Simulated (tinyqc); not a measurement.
Ground and coupling capacitance from two measurements.

Inverse problem. A line has Cg to the planes and Cc to each of two neighbours. Find Cg, Cc, the load when both neighbours switch in antiphase, and the pulse on the line when it floats and both neighbours swing by Vx.

Values chosen for this exercise: swing Vx = 1 V.

capacitance with neighbours driven alike and with neighbours grounded (aF/um): [51, 131]

Solution. Driven alike, Cc carries no charge, which leaves Cg; grounded neighbours give Cg + 2 Cc, antiphase Cg + 4 Cc; a floating line divides the swing as 2 Cc/(Cg + 2 Cc).

Cg = 51.0 aF/um
Cc = 40.0 aF/um
load in antiphase = 211 aF/um
pulse = 0.611 V

Computed by the program tinyqc: `OMP_NUM_THREADS=1 python tinyqc.py 2790163 2790164 out.jsonl`, one thread of a shared Intel Xeon 2.30GHz, about 0.5 s for the whole run.
